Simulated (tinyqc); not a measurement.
Three ways to the same curve: density of states of one tight-binding band on the simple cubic lattice.

E(k) = -2 t (c1 + c2 + c3) - 4 t2 (c1 c2 + c2 c3 + c3 c1) with ci = cos(2 pi ki); k in fractions of the reciprocal vectors, mesh k_i = j/N with j = 0 .. N-1. Densities are per cell and per spin, so the band holds one state.

Each cube of the mesh, corners numbered 0 to 7 as the binary number (i j l), is cut into six tetrahedra around the diagonal 0-7: 0137, 0157, 0237, 0267, 0457, 0467. For corner energies e1 <= e2 <= e3 <= e4 and eij = ei - ej, the share of the tetrahedron below E is n = (E - e1)^3/(e21 e31 e41) for e1 < E < e2; n = [e21^2 + 3 e21 x + 3 x^2 - (e31 + e42) x^3/(e32 e42)]/(e31 e41) with x = E - e2 for e2 < E < e3; n = 1 - (e4 - E)^3/(e41 e42 e43) for e3 < E < e4; its density of states is g = dn/dE.

Gaussian broadening: g(E) = mean over the mesh of exp(-(E - E_k)^2/(2 sigma^2))/(sigma sqrt(2 pi)), n(E) = mean of erfc((E_k - E)/(sigma sqrt 2))/2.

Parameters, chosen for this exercise: t = 2.35 eV (nearest hopping); t2 = 0 eV (second hopping); N2 = 8 (mesh points along each axis in this comparison); sigma = 1.175 eV (Gaussian width).

N = N2 here; the reference is the linear method with N = 36.

g(E) (1/eV):

| E (eV) | reference | linear tetrahedra | Gaussian, sigma | Gaussian, sigma/4 | reference n(E) |
|---|---|---|---|---|---|
| -11.536 | 0.013 | 0.012 | 0.013 | 0.026 | 0.021 |
| -8.972 | 0.022 | 0.021 | 0.022 | 0.006 | 0.065 |
| -6.408 | 0.035 | 0.035 | 0.036 | 0.054 | 0.138 |
| -3.845 | 0.061 | 0.066 | 0.062 | 0.034 | 0.265 |
| -1.281 | 0.061 | 0.064 | 0.058 | 0.063 | 0.422 |
| 1.283 | 0.061 | 0.064 | 0.058 | 0.063 | 0.578 |
| 3.846 | 0.061 | 0.066 | 0.062 | 0.034 | 0.735 |
| 6.410 | 0.035 | 0.035 | 0.036 | 0.054 | 0.862 |
| 8.973 | 0.022 | 0.021 | 0.022 | 0.006 | 0.935 |
| 11.537 | 0.013 | 0.012 | 0.013 | 0.026 | 0.979 |

Root-mean-square errors against the reference: 0.0026 for linear tetrahedra, 0.0013 for sigma and 0.0175 for sigma/4. The narrow Gaussian is worse than the wide one, because it resolves the separate mesh levels. The reference is highest at -3.845, -1.281, 1.283 and 3.846 eV of the energies listed, and half filling lies between -1.281 and 1.283 eV.

(tinyqc, `OMP_NUM_THREADS=1 python tinyqc.py 1652170 1652171 out.jsonl`, Intel(R) Xeon(R) Processor @ 2.30GHz, 1 thread, shared host, about 0.2 s.)
